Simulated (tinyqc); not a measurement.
# Thin-film transistor with exponential tail and deep states, accumulation layer: effects of single changes

An undoped film in accumulation, thicker than the space-charge layer. With band bending psi the Fermi level lies E0 - psi below the band edge. Free electrons n = n0 exp(psi/Vt) carry the current; electrons in two exponential distributions of traps, a = a0 exp(psi/Va) and d = d0 exp(psi/Vp), do not. Linear regime, ohmic contacts, traps in equilibrium.

Values chosen for this exercise; values close to those of amorphous silicon: temperature T = 300 K; relative permittivity of the semiconductor eps_r = 11.8; density of extended states Nc = 4.2e19 cm^-3; band mobility mb = 8.5 cm^2/(V s); total density of tail states Nt = 5.8e19 cm^-3; characteristic temperature of the tail Tt = 350 K; total density of deep states Nd = 6.3e17 cm^-3; characteristic temperature of the deep states Td = 1130 K; bulk Fermi level below the band edge E0 = 0.55 eV; gate capacitance Ci = 35 nF/cm^2; ratio W/L WL = 20; drain voltage Vd = 0.05 V; gate voltage above flat band Vg = 7 V.

Constants: q = 1.602176634e-19 C, kB = 1.380649e-23 J/K, Vt = kB T/q, eps0 = 8.8541878128e-14 F/cm where lengths are in cm. Results are converted to the units shown.

Each table varies one quantity; the others keep the values above.

## Effect of the characteristic temperature of the tail

Va = kB Tt/q, Vp = kB Td/q; n0 = Nc exp(-E0/Vt), a0 = Nt th(T/Tt) exp(-E0/Va), d0 = Nd th(T/Td) exp(-E0/Vp), th(x) = pi x/sin(pi x). G(psi) = sum over the three kinds of c0 [V (exp(psi/V) - 1) - psi], field F = sqrt(2 q G/(eps0 eps_r)); Vg = psi + eps0 eps_r F/Ci at the surface. Total charge Q = Ci (Vg - psi_s); free charge Qf = q times the integral of n0 (exp(psi/Vt) - 1)/F over psi from 0 to psi_s; I = (W/L) mb Qf Vd; effective mobility mb Qf/Q.

Results:

| Tt (K) | E0 - psi_s (eV) | Q (nC/cm^2) | free share (%) | effective mobility (cm^2/(V s)) | I (nA) |
|---|---|---|---|---|---|
| 380 | 0.1322 | 230.4 | 3.149 | 0.2677 | 61.67 |
| 420 | 0.1368 | 230.5 | 2.542 | 0.2161 | 49.82 |
| 500 | 0.1526 | 231.1 | 1.299 | 0.1104 | 25.51 |
| 540 | 0.1622 | 231.4 | 0.8714 | 0.07407 | 17.14 |
| 580 | 0.1726 | 231.8 | 0.5701 | 0.04846 | 11.23 |
| 620 | 0.1835 | 232.2 | 0.3664 | 0.03114 | 7.231 |
| 660 | 0.1948 | 232.6 | 0.2327 | 0.01978 | 4.600 |

Estimate the missing row, Tt = 460 K.

Computed row:

| Tt (K) | E0 - psi_s (eV) | Q (nC/cm^2) | free share (%) | effective mobility (cm^2/(V s)) | I (nA) |
|---|---|---|---|---|---|
| 460 | 0.1439 | 230.8 | 1.867 | 0.1587 | 36.63 |

With this row back in the table: As Tt goes from 380 to 660 K, the free share falls from 3.15 to 0.233 %, the distance of the Fermi level from the edge rises from 0.132 to 0.195 eV and the current falls from 61.7 to 4.60 nA. Q varies by only 0.95 %: the gate sets the charge, the traps decide how much of it moves. For Tt = 380 to 420 K the th form, which assumes a Fermi level far below the edge, overcounts the filled tail at the surface by more than 15 %.

## Transfer curve

Same model as above.

The last column is d ln I/d ln Vg.

Result of one run:

| Vg (V) | E0 - psi_s (eV) | Q (nC/cm^2) | free share (%) | effective mobility (cm^2/(V s)) | I (nA) | exponent |
|---|---|---|---|---|---|---|
| 0.28 | 0.4629 | 6.751 | 0.008980 | 7.633e-4 | 0.005153 | 2.151 |

What becomes of these results when the gate voltage above flat band Vg is changed from 0.28 to 8.6 V, all else the same?

Result of the changed run:

| Vg (V) | E0 - psi_s (eV) | Q (nC/cm^2) | free share (%) | effective mobility (cm^2/(V s)) | I (nA) | exponent |
|---|---|---|---|---|---|---|
| 8.6 | 0.1184 | 285.9 | 3.652 | 0.3104 | 88.75 | 1.592 |

The whole series:

| Vg (V) | E0 - psi_s (eV) | Q (nC/cm^2) | free share (%) | effective mobility (cm^2/(V s)) | I (nA) | exponent |
|---|---|---|---|---|---|---|
| 0.28 | 0.4629 | 6.751 | 0.008980 | 7.633e-4 | 0.005153 | 2.151 |
| 0.46 | 0.4167 | 11.43 | 0.01904 | 0.001619 | 0.01851 | 3.062 |
| 0.74 | 0.3581 | 19.18 | 0.06185 | 0.005257 | 0.1008 | 4.015 |
| 1.2 | 0.2920 | 32.97 | 0.2654 | 0.02256 | 0.7437 | 3.997 |
| 2 | 0.2323 | 58.88 | 0.8777 | 0.07461 | 4.393 | 2.929 |
| 3.2 | 0.1898 | 99.39 | 1.711 | 0.1454 | 14.45 | 2.208 |
| 5.3 | 0.1515 | 171.6 | 2.692 | 0.2288 | 39.26 | 1.799 |
| 8.6 | 0.1184 | 285.9 | 3.652 | 0.3104 | 88.75 | 1.592 |
| 14 | 0.08702 | 473.8 | 4.638 | 0.3943 | 186.8 | 1.474 |

The current rises from 0.00515 to 187 nA and the free share rises from 0.00898 to 4.64 %; the exponent goes from 2.15 through a maximum of 4.02 (at Vg = 0.74 V among the rows listed) to 1.47. If one kind of trap held all the charge, I would go as Q^(2 Tx/T - 1): 6.53 for the deep states, 1.33 for the tail and 1 for free electrons alone. In every row T is close to Tt, where the factor th overstates the trapped charge. For Vg = 0.74 to 14 V the th form, which assumes a Fermi level far below the edge, overcounts the filled tail at the surface by more than 15 %.

Program tinyqc, `OMP_NUM_THREADS=1 python tinyqc.py 2610061 2610062 out.jsonl`; Intel Xeon 2.30GHz, shared host, one thread, about 0.04 s.
